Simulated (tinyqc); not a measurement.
Deformation-potential model of the Delta valleys of a conduction band, step by step. Values are carried at full precision from step to step, so a last printed digit may differ when a step is redone from the rounded ones.

s11 = (C11 + C12)/((C11 - C12)(C11 + 2 C12)), s12 = -C12/((C11 - C12)(C11 + 2 C12)), s44 = 1/C44; exx = s11 sxx + s12 (syy + szz) and cyclic, exy = s44 sxy/2; tension is positive. A uniaxial stress X along the unit vector n is s_ij = X n_i n_j.

Constants: kB = 8.617333262e-05 eV/K; hbar^2/2m0 = 3.80998211 eV angstrom^2.

Inputs chosen for the exercise (near those of Si; the results hold for these values, not for the real material):
```
symbol  value           unit  meaning
C11     165.5           GPa
C12     64              GPa
C44     80.1            GPa
load    uniaxial [100]        kind of stress
X       1.5             GPa   stress
Xd      1.05            eV    dilation potential
Xu      9.73            eV    uniaxial potential
T       350             K     temperature
ml      0.91            m0    longitudinal mass
mt      0.197           m0    transverse mass
```

## Strain from a uniaxial [100] stress

Form the compliances and the strain.

s11, s12, s44 (1/TPa): 7.7039  -2.1484  12.4844

strain tensor:
```
          x          y          z
x  0.011556   0.000000   0.000000
y  0.000000  -0.003223   0.000000
z  0.000000   0.000000  -0.003223
```

## Valley shifts

Valleys with axes along x, y and z, each a pair at +k and -k. Herring-Vogt shift of a valley with unit axis a: dE = Xd tr(e) + Xu a.e.a. Non-degenerate shares n_i = exp(-dE_i/kT)/sum_j exp(-dE_j/kT). Inverse mass tensor of a valley: (1 - a a)/mt + a a/ml; the masses are taken as independent of strain.

Apply the Herring-Vogt formula to each valley.

Xd tr(e) = 5.37 meV

a.e.a: x 0.011556, y -0.003223, z -0.003223

shifts dE (meV): x 117.80, y -25.99, z -25.99

The lowest valleys are y and z, 143.8 meV below the highest; the mean shift over all valleys is (Xd + Xu/3) tr(e) = 21.94 meV.

## Shares of the electrons

Boltzmann factors of the shifts.

kT = 30.161 meV

shares: x 0.0042, y 0.4979, z 0.4979

effective number of valley axes, 1/(largest share) = 2.009

## Conductivity mass tensor

With one scattering time for all valleys the conductivity goes as M = sum_i n_i (inverse mass tensor of valley i); along the unit vector u, 1/m_c = u.M.u. Without stress 1/m_c = (1/ml + 2/mt)/3. Take u along [1-10].

M (1/m0):
```
       x      y      z
x  5.059  0.000  0.000
y  0.000  3.096  0.000
z  0.000  0.000  3.096
```

m_c along [1-10] = 0.2452 m0
m_c without stress = 0.2666 m0

The repopulation alone changes the mobility along [1-10] by +8.7 %; with all electrons in the valleys lightest or heaviest along this direction it would change by +35 or -18 %.

## Effective density of states

Each of the 6 whole valleys has m_d = (ml mt^2)^(1/3) and N = 2 (m_d kT/(4 pi c))^(3/2), c = hbar^2/2m0. Counted from the lowest edge, Nc = N x 2 x sum_i exp(-(dE_i - dE_min)/kT). 1 angstrom^-3 = 1e24 cm^-3.

m_d = 0.3281 m0
N of one valley = 5.943e+18 cm^-3
Nc under stress = 2.387e+19 cm^-3
Nc without stress = 3.566e+19 cm^-3

## Piezoresistance from repopulation

For small stress d(rho)/rho = pi X. For valleys on the cube axes pi11 = -(2/3) Xu (s11 - s12)/kT x (K - 1)/(2K + 1), pi12 = -pi11/2, pi44 = 0, K = ml/mt. For stress along [110]: pi_l = (pi11 + pi12 + pi44)/2 with the current along it and pi_t = (pi11 + pi12 - pi44)/2 with the current along [1-10]. 1/GPa = 100 x 1e-11/Pa.

K = 4.619

pi11, pi12, pi44 (1e-11/Pa): -74.9  37.5  0.0

pi_l, pi_t for [110] (1e-11/Pa): -18.7  -18.7

Only the transfer between valleys is counted; changes of mass and of intervalley scattering add to it in a real crystal.

## Checks

- Conductivity mass at zero stress against 3/(1/ml + 2/mt): both 0.2666386.
- Piezoresistance coefficients by finite differences against the closed form: largest difference 9.8e-09.

Computed by tinyqc, a small Python program: `OMP_NUM_THREADS=1 python tinyqc.py 1080384 1080385 out.jsonl` (the numbers bound the seed that draws the inputs); one thread of a shared host (Intel(R) Xeon(R) Processor @ 2.30GHz), about 0.03 s for the whole set of steps.
